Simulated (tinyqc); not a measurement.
# Planar metal-insulator-metal capacitor: capacitance, non-linearity, leakage and relaxation: two studies

A film between two metal electrodes, each interface adding a series capacitance ci. The small-signal permittivity is ek (1 + aq E^2); the field is found with the linear permittivity. Leakage J = J0 sinh(E/Ef). After a voltage step the film passes a relaxation current kr C V tt^(-nr), tt being the time in seconds.

Values chosen for this exercise; permittivity of the order of that of strontium titanate:
- ek = 145 (relative permittivity of the film)
- t = 20 nm (film thickness)
- ci = 30 uF/cm^2 (capacitance of each electrode interface (dead layer and screening))
- aq = -0.048 cm^2/MV^2 (quadratic field coefficient of the permittivity)
- V = 0.6 V (bias)
- nr = 0.95 (exponent of the relaxation current)
- kr = 0.0025 (strength of the relaxation)
- J0 = 6.3e-11 A/cm^2 (leakage prefactor)
- Ef = 0.15 MV/cm (field for an e-fold rise of the leakage)
- t0 = 2e-8 s (duration of the write pulse)

Constants: eps0 = 8.8541878128e-14 F/cm where lengths are in cm. Results are converted to the units shown.

Each table varies one quantity; the others keep the values above.

## Capacitance, non-linearity and leakage against thickness

Planar film: Cf = eps0 ek/t, 1/C = 1/Cf + 2/ci, EOT = 3.9 eps0/C, effective permittivity C t/eps0, E = (V/t) C/Cf; quadratic coefficient [C(V)/C - 1]/V^2 with Cf (1 + aq E^2) in C(V).

Results:
```
t (nm)  C (uF/cm^2)  EOT (nm)  effective permittivity  E (MV/cm)  quadratic coefficient (ppm/V^2)  J (A/cm^2)
3            11.107   0.31090                  37.633    0.51907                          -9414.0   1.0017e-9
4.4          9.9070   0.34855                  49.232    0.46300                          -9770.9  6.8852e-10
6.4          8.5825   0.40235                  62.036    0.40110                          -9217.9  4.5449e-10
13           5.9551   0.57986                  87.434    0.27831                          -6236.4  1.9649e-10
20           4.4954   0.76814                  101.54    0.21009                          -4124.0  1.2005e-10
28           3.5117   0.98331                  111.05    0.16412                          -2751.4  8.3529e-11
41           2.5906    1.3330                  119.96    0.12107                          -1617.0  5.6552e-11
60           1.8726    1.8440                  126.90   0.087516                          -893.75  3.8878e-11
```

Estimate the missing row, t = 9.2 nm.

Computed row:
```
t (nm)  C (uF/cm^2)  EOT (nm)  effective permittivity  E (MV/cm)  quadratic coefficient (ppm/V^2)  J (A/cm^2)
9.2          7.2293   0.47766                  75.117    0.33786                          -7905.3  2.9626e-10
```

With this row back in the table: C falls from 11.1 to 1.87 uF/cm^2 while the effective permittivity goes from 37.6 to 127 (ek = 145). EOT is a straight line in t with slope 3.9/ek = 0.0269 and intercept 0.230 nm. The quadratic coefficient goes as t^(0.10) between the first two rows and t^(-1.56) between the last two (-2 without interfaces), and J falls by 1.41 decades. For t = 3 direct tunnelling, left out, would add to the leakage.

## Charge lost after writing

Planar film: Cf = eps0 ek/t, 1/C = 1/Cf + 2/ci, EOT = 3.9 eps0/C, effective permittivity C t/eps0, E = (V/t) C/Cf. A capacitor written for t0 and then left open loses, as a share of C V, kr (tt^(1 - nr) - t0^(1 - nr))/(1 - nr) by relaxation and J tt/(C V) by leakage; both are taken as small, and rows far outside that range are left out.

The same in every row: leakage current (nA/cm^2) = 0.12005.

Result of one run:
```
tt (s)  relaxation current (nA/cm^2)  loss by relaxation (%)  loss by leakage (%)  total loss (%)
0.1                           60.099                  2.3955            4.4509e-4          2.3960
```

What becomes of these results when the time since the start of the write pulse tt is changed from 0.1 to 10 s, all else the same?

Result of the changed run:
```
tt (s)  relaxation current (nA/cm^2)  loss by relaxation (%)  loss by leakage (%)  total loss (%)
10                           0.75660                  3.5494             0.044509          3.5939
```

The whole series:
```
tt (s)  relaxation current (nA/cm^2)  loss by relaxation (%)  loss by leakage (%)  total loss (%)
1e-6                        3.3796e6                 0.44520            4.4509e-9         0.44520
1e-5                        3.7920e5                 0.75097            4.4509e-8         0.75097
0.0001                         42547                  1.0941            4.4509e-7          1.0941
0.001                         4773.8                  1.4790            4.4509e-6          1.4790
0.01                          535.63                  1.9109            4.4509e-5          1.9110
0.1                           60.099                  2.3955            4.4509e-4          2.3960
1                             6.7432                  2.9393            0.0044509          2.9437
10                           0.75660                  3.5494             0.044509          3.5939
100                         0.084892                  4.2339              0.44509          4.6790
1000                       0.0095250                  5.0020               4.4509          9.4529
```

The two currents are equal at tt = 69.4 s. The loss by relaxation grows from 0.445 to 5.00 %, by 0.306 points over the first decade and 0.768 over the last, while the loss by leakage grows tenfold a decade. Relaxation is the larger loss in every row.

Computed by the program tinyqc: `OMP_NUM_THREADS=1 python tinyqc.py 2102195 2102196 out.jsonl`, one thread of a shared Intel Xeon 2.30GHz, about 0.01 s for the whole run.
